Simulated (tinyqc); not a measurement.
Inside a calculation: deep level with several charge states, and Shockley-Read-Hall recombination. Values are carried at full precision from step to step, so a last printed digit may differ when a step is redone from the rounded ones.

Energies from Ev. The defect has charge states +1, 0, -1 with weights 1, gm exp((EF - E1)/kT), exp((2 EF - E1 - E2)/kT); the shares are the weights over their sum. Boltzmann carriers: n = Nc exp((EF - Eg)/kT), p = Nv exp(-EF/kT). Neutrality: p - n + Nd + Nt <q> = 0.

Constants: kB = 8.617333262e-05 eV/K.

Parameters, chosen for this exercise (gap and densities of states near those of Si at this temperature; shifted at random, so the results belong to these values and not to a real crystal):
- Eg = 1.133 eV (gap)
- Nc = 2.02e+19 1/cm^3 (conduction-band density of states)
- Nv = 9.01e+18 1/cm^3 (valence-band density of states)
- T = 250 K
- E1 = 0.33 eV (level (+1/0) above Ev)
- E2 = 0.744 eV (level (0/-1) above Ev)
- gm = 2 (degeneracy of the middle state, the others 1)
- Nt = 9.9e+15 1/cm^3 (defects)
- Nd = -2.7e+17 1/cm^3 (ionised shallow donors minus acceptors)
- E_try = 0.527 eV (trial Fermi level)
- Et = 0.744 eV (recombination level above Ev)
- sn = 2.2e-15 cm^2 (electron capture cross-section)
- sp_ = 1.3e-16 cm^2 (hole capture cross-section)
- vth = 19000000 cm/s (thermal velocity, both carriers)
- Nm = 9.9e+16 1/cm^3 (equilibrium holes for the lifetime steps)
- dn = 4.5e+15 1/cm^3 (excess pairs)

## Charge states at a trial Fermi level

Form the exponents, the shares, the mean charge and the residual of neutrality at EF = E_try.

exponents of the second and third weights: [9.144, -0.928]

shares: +1 0.0001, 0 0.9999, -1 0.0000

<q> = 0.0000

n, p (1/cm^3): [1.23e+07, 2.14e+08]

residual = -2.70e+17 1/cm^3

The residual is negative, so EF must fall.

## The neutral state

Solve for EF.

EF = 0.0764 eV

shares at EF: +1 1.000, 0 0.000, -1 0.000

n = 0.0101 1/cm^3
p = 2.60e+17 1/cm^3

Without the defects the majority density would be 2.70e+17 1/cm^3; with them the density of these carriers is 2.60e+17, nearly the same. Most defects are in the state +1.

## Recombination through one level

One level at Et with degeneracy 1: tn = 1/(sn vth Nt), tp = 1/(sp_ vth Nt), n1 = Nc exp((Et - Eg)/kT), p1 = Nv exp(-Et/kT), ni^2 = n1 p1. Equilibrium p0 = Nm, n0 = ni^2/Nm; n = n0 + dn, p = p0 + dn. U = (n p - ni^2)/(tp (n + n1) + tn (p + p1)), lifetime dn/U; emission rates en = sn vth n1, ep = sp_ vth p1.

Evaluate each quantity.

tn, tp (microsecond): [0.002417, 0.04089]

n1, p1 (1/cm^3): [2.91e+11, 9.04e+03]

U = 1.07e+24 1/(cm^3 s)
lifetime = 0.00419 microsecond

The lifetime is 1.736 times the minority capture time tn and 0.0968 times tn + tp, the limit of high injection.

## Emission and generation in a depleted region

With n = p = 0 the level generates pairs at G = Nt en ep/(en + ep); generation lifetime tg = ni/G; current density e G W for a width W = 1 micrometre, e = 1.602176634e-19 C.

en, ep (1/s): [1.22e+04, 2.23e-05]

G = 2.21e+11 1/(cm^3 s)
tg = 232 microsecond
current density = 3.54e-12 A/cm^2

The slower step, hole emission, limits the rate: en/ep = 5.44e+08.

## Checks

- U against hole capture minus emission at the steady occupation of the level (1/(cm^3 s)): both 1.073e+24.

tinyqc: `OMP_NUM_THREADS=1 python tinyqc.py 1650133 1650134 out.jsonl`; about 0.01 s, one thread, shared Intel(R) Xeon(R) Processor @ 2.30GHz.
